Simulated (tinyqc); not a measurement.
Inside a calculation. Method: plane-wave Kohn-Sham cycle with exchange-only LDA in a layered model solid. One step of it, computed by the program tinyqc.

Task: Iteration 1: Hamiltonian at one k. H(m,m') = (k + G_m)^2/2 delta + V(G_m - G_m'), with V(-G) = V(G).

A solid whose potential varies along x alone (atomic units):
```
parameter                      value
period a                   12.700000
cross-section of the cell   8.000000
electrons per cell                 2
grid points                       16
plane waves -n..n, n               3
k points                           2
V1 in V1 cos(2 pi x/a)     -0.400000
```

V(G_m), m = 0, 1, 2, ... (hartree): -0.265890  -0.200000  0.000000  0.000000  0.000000  0.000000  0.000000

k = 0.250000 2 pi / a

Give: H.

Result:

H (hartree):
```
         -3       -2       -1       +0       +1       +2       +3
-3   0.6596  -0.2000   0.0000   0.0000   0.0000   0.0000   0.0000
-2  -0.2000   0.1089  -0.2000   0.0000   0.0000   0.0000   0.0000
-1   0.0000  -0.2000  -0.1970  -0.2000   0.0000   0.0000   0.0000
+0   0.0000   0.0000  -0.2000  -0.2582  -0.2000   0.0000   0.0000
+1   0.0000   0.0000   0.0000  -0.2000  -0.0747  -0.2000   0.0000
+2   0.0000   0.0000   0.0000   0.0000  -0.2000   0.3537  -0.2000
+3   0.0000   0.0000   0.0000   0.0000   0.0000  -0.2000   1.0268
```
